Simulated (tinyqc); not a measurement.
Hubbard chain of 2 sites, step by step. Computed by tinyqc, a small Python program that keeps every step. Settings: hopping = 1.18, U = 2.6, mixing = 1, iteration cap = 83. Command: `OMP_NUM_THREADS=1 python tinyqc.py 31910 31911 out.jsonl` (the two numbers bound the seeds that draw the settings). One thread of a shared host (Intel(R) Xeon(R) Processor @ 2.60GHz), about 0.2 s of CPU time with the checks. Later iterations appear only in the table of the cycle.

## Mean-field iteration 1

one-body matrix (hopping and site energies) (eV):
```
,1,2
1,0.0000,-1.1800
2,-1.1800,0.0000
```

U = 2.6000 eV

electrons, up and down: 1  1

mixing = 1

n(up) at the start (a guess, not normalised): 1 0.8000, 2 0.2000

n(down) at the start (a guess): 1 0.2000, 2 0.8000

H(up) = T + U n(down), H(down) = T + U n(up); fill the lowest levels; n(new) = n + mixing (n(out) - n); E = tr T (rho up + rho down) + U sum n_up n_down of the output.

levels, up (eV): -0.1145  2.7145

levels, down (eV): -0.1145  2.7145

energy = -1.0641 eV

n(up) after iteration 1: 1 0.7757, 2 0.2243

n(down) after iteration 1: 1 0.2243, 2 0.7757

## Mean-field iteration 2

As before.

levels, up (eV): -0.0807  2.6807

levels, down (eV): -0.0807  2.6807

energy = -1.0674 eV

n(up) after iteration 2: 1 0.7596, 2 0.2404

n(down) after iteration 2: 1 0.2404, 2 0.7596

## Mean-field iteration 3

As before.

levels, up (eV): -0.0594  2.6594

levels, down (eV): -0.0594  2.6594

energy = -1.0690 eV

n(up) after iteration 3: 1 0.7483, 2 0.2517

n(down) after iteration 3: 1 0.2517, 2 0.7483

## Convergence

Each step fills the lowest levels of T + U n(other spin) and sets n(new) = n + mixing (n(out) - n); stop when output and input agree to 1e-8.

Course of the cycle:
```
iteration,E (eV),largest |n(out) - n(in)|,mean |n_up - n_down|
1,-1.064059,2.43e-02,0.5514
2,-1.067419,1.61e-02,0.5192
3,-1.069031,1.13e-02,0.4965
4,-1.069878,8.31e-03,0.4799
5,-1.070350,6.25e-03,0.4674
6,-1.070625,4.80e-03,0.4578
7,-1.070791,3.74e-03,0.4503
8,-1.070893,2.95e-03,0.4444
9,-1.070958,2.34e-03,0.4397
10,-1.070999,1.88e-03,0.4360
11,-1.071026,1.51e-03,0.4330
...,...,...,...
63,-1.071077,5.74e-08,0.4196
64,-1.071077,4.73e-08,0.4196
65,-1.071077,3.90e-08,0.4196
66,-1.071077,3.21e-08,0.4196
67,-1.071077,2.65e-08,0.4196
68,-1.071077,2.18e-08,0.4196
69,-1.071077,1.80e-08,0.4196
70,-1.071077,1.48e-08,0.4196
71,-1.071077,1.22e-08,0.4196
72,-1.071077,1.00e-08,0.4196
73,-1.071077,8.28e-09,0.4196
```

local moments n_up - n_down: 1 0.4196, 2 -0.4196

Converged in 73 iterations. Before convergence this energy mixes input and output and is not variational, so it may rise towards its limit.

## The many-body Hamiltonian

Basis: all placements (u, d, 2, 0 on each site), up operators ordered before down ones; hops carry the sign of the same-spin electrons passed.

H (eV):
```
,20,ud,du,02
20,2.6000,-1.1800,-1.1800,0.0000
ud,-1.1800,0.0000,0.0000,-1.1800
du,-1.1800,0.0000,0.0000,-1.1800
02,0.0000,-1.1800,-1.1800,2.6000
```

## Exact diagonalisation (4 states)

Lowest levels of the sector, and the double occupancy of the lowest state.

lowest levels (eV): -1.3944  0.0000  2.6000  3.9944

double occupancy per site = 0.1294

The mean-field solution above lies 0.3233 eV above the exact energy.
